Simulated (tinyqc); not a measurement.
Worked calculation: RKS/PBE0 in the sto-3g basis, for H4, spin multiplicity 1. One step of it, computed by the program tinyqc.

Task: Iteration 1: building the Kohn-Sham matrix. J_ij = sum D_kl (ij|kl), K_ij = sum D_kl (ik|jl); F = H + J - 0.125 K + V_xc; E = tr D H + tr D J / 2 - 0.0625 tr D K + E_xc + E_nn.

D at the start, lower triangle:
```
           1H 1s      2H 1s     3H 1s     4H 1s
1H 1s   0.433242
2H 1s   0.634295   0.930585
3H 1s  -0.028287   0.000999  0.930585
4H 1s  -0.039027  -0.028287  0.634295  0.433242
```

core Hamiltonian H = T + V (hartree), lower triangle:
```
           1H 1s      2H 1s      3H 1s      4H 1s
1H 1s  -1.260895
2H 1s  -0.852536  -1.361067
3H 1s  -0.015105  -0.099880  -1.361067
4H 1s  -0.001415  -0.015105  -0.852536  -1.260895
```

Two-electron integrals (ij|kl) in chemists' order, unique and non-zero (hartree):
```
(11|11) 0.774606   (21|11) 0.313488   (21|21) 0.161633   (22|11) 0.480983
(22|21) 0.313488   (22|22) 0.774606   (31|11) 0.002524   (31|21) 0.001572
(31|22) 0.003838   (31|31) 0.000028   (32|11) 0.015206   (32|21) 0.009832
(32|22) 0.025521   (32|31) 0.000214   (32|32) 0.001778   (33|11) 0.156375
(33|21) 0.092453   (33|22) 0.220973   (33|31) 0.002524   (33|32) 0.025521
(33|33) 0.774606   (41|11) 0.000162   (41|21) 0.000102   (41|22) 0.000259
(41|31) 2.25e-06   (41|32) 0.000019   (41|33) 0.000259   (41|41) 1.96e-07
(42|11) 0.001597   (42|21) 0.000997   (42|22) 0.002524   (42|31) 0.000024
(42|32) 0.000214   (42|33) 0.003838   (42|41) 2.25e-06   (42|42) 0.000028
(43|11) 0.068668   (43|21) 0.039713   (43|22) 0.092453   (43|31) 0.000997
(43|32) 0.009832   (43|33) 0.313488   (43|41) 0.000102   (43|42) 0.001572
(43|43) 0.161633   (44|11) 0.120955   (44|21) 0.068668   (44|22) 0.156375
(44|31) 0.001597   (44|32) 0.015206   (44|33) 0.480983   (44|41) 0.000162
(44|42) 0.002524   (44|43) 0.313488   (44|44) 0.774606
```

nuclear repulsion = 1.72280888 hartree

V_xc (hartree), lower triangle:
```
           1H 1s      2H 1s      3H 1s      4H 1s
1H 1s  -0.316840
2H 1s  -0.163035  -0.356350
3H 1s  -0.001601  -0.012502  -0.356350
4H 1s  -0.000116  -0.001601  -0.163035  -0.316840
```

E_xc = sum of w rho eps_xc = -1.05080172 hartree

Give: Coulomb J; exchange K; Kohn-Sham matrix F; total energy of this density.

Result:

Coulomb J (hartree), lower triangle:
```
        1H 1s   2H 1s   3H 1s   4H 1s
1H 1s  1.4657
2H 1s  0.7986  1.7172
3H 1s  0.0110  0.0856  1.7172
4H 1s  0.0009  0.0110  0.7986  1.4657
```

exchange K (hartree), lower triangle:
```
         1H 1s   2H 1s   3H 1s   4H 1s
1H 1s   0.8836
2H 1s   0.8348  1.1898
3H 1s   0.0159  0.0596  1.1898
4H 1s  -0.0044  0.0159  0.8348  0.8836
```

Kohn-Sham matrix F (hartree), lower triangle:
```
         1H 1s    2H 1s    3H 1s    4H 1s
1H 1s  -0.2225
2H 1s  -0.3213  -0.1489
3H 1s  -0.0077  -0.0342  -0.1489
4H 1s  -0.0001  -0.0077  -0.3213  -0.2225
```

total energy of this density = -2.188079 hartree
